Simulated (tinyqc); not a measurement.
# Gated graphene, quantum capacitance, step by step

Program tinyqc, `OMP_NUM_THREADS=1 python tinyqc.py 2200043 2200044 out.jsonl`; Intel Xeon 2.30GHz, shared host, one thread, about 0.01 s. Printed values are rounded.

phi is the Fermi level above the Dirac point, in volts; Vg is counted from the gate voltage of charge neutrality. Ideal linear bands, no charge puddles.

Values chosen for this exercise; values close to those of graphene:
```
symbol   value         unit                                                                 meaning
T           77            K                                                             temperature
eox       8.96               relative permittivity of the gate insulator (close to aluminium oxide)
tox         18           nm                                                     insulator thickness
vF      1.12e6          m/s                                                          Fermi velocity
Dit          0  cm^-2 eV^-1                                                        density of traps
Vg       -1.49            V                                                            gate voltage
```

Constants: q = 1.602176634e-19 C, kB = 1.380649e-23 J/K, hbar = 1.054571817e-34 J s, Vt = kB T/q, eps0 = 8.8541878128e-14 F/cm where lengths are in cm. Results are converted to the units shown.

## Gate capacitance

Cox = eps0 eox/tox.

Cox = 0.4407418 uF/cm^2

## Starting value

phi = Vg.

phi at the start = -1.49 V

## Iteration 1: new phi

N0 = (2/pi)(kB T/(hbar vF))^2; n = N0 F1(phi/Vt), p = N0 F1(-phi/Vt), F1(e) = int_0^infinity u du/(1 + exp(u - e)) = -Li2(-exp(e)); Cq = q d(n - p)/dphi = (q N0/Vt) ln[2 (1 + cosh(phi/Vt))]. Newton: f = phi + q (n - p + Dit phi)/Cox - Vg, phi(new) = phi - f/(1 + (Cq + q Dit)/Cox).

n = 1.546890e-88 cm^-2
p = 1.300419e14 cm^-2
Cq = 27.96464 uF/cm^2
f = -47.27261 V
phi after iteration 1 = -0.7565117 V

## Iteration 2: new phi

As before.

n = 1.575765e-40 cm^-2
p = 3.352924e13 cm^-2
Cq = 14.19837 uF/cm^2
f = -11.45500 V
phi after iteration 2 = -0.4116344 V

## Iteration 3: new phi

As before.

n = 5.892260e-18 cm^-2
p = 9.932921e12 cm^-2
Cq = 7.725643 uF/cm^2
f = -2.532432 V
phi after iteration 3 = -0.2749584 V

## Course of the iteration

Stop when the step is below 1e-10 V, or after 40 iterations.

Course of the iteration:
```
iteration  phi before the step (V)  step (V)
1                            -1.49     0.733
2                       -0.7565117     0.345
3                       -0.4116344     0.137
4                       -0.2749584    0.0313
5                       -0.2436620   1.83e-3
6                       -0.2418288   6.33e-6
7                       -0.2418225  7.56e-11
```

Converged in 7 iterations.

## Charge and capacitances at the solution

converged phi = -0.2418225 V

N0 = (2/pi)(kB T/(hbar vF))^2; n = N0 F1(phi/Vt), p = N0 F1(-phi/Vt), F1(e) = int_0^infinity u du/(1 + exp(u - e)) = -Li2(-exp(e)); Cq = q d(n - p)/dphi = (q N0/Vt) ln[2 (1 + cosh(phi/Vt))]. 1/C_G = 1/Cox + 1/(Cq + q Dit); dphi/dVg = Cox/(Cox + Cq + q Dit).

n - p = -3.433604e12 cm^-2
Cq = 4.538576 uF/cm^2
C_G = 0.4017298 uF/cm^2
dphi/dVg = 0.08851450

Cq is 10.3 times Cox, so C_G is 91.1 % of Cox; 16.2 % of the gate voltage has gone into phi.
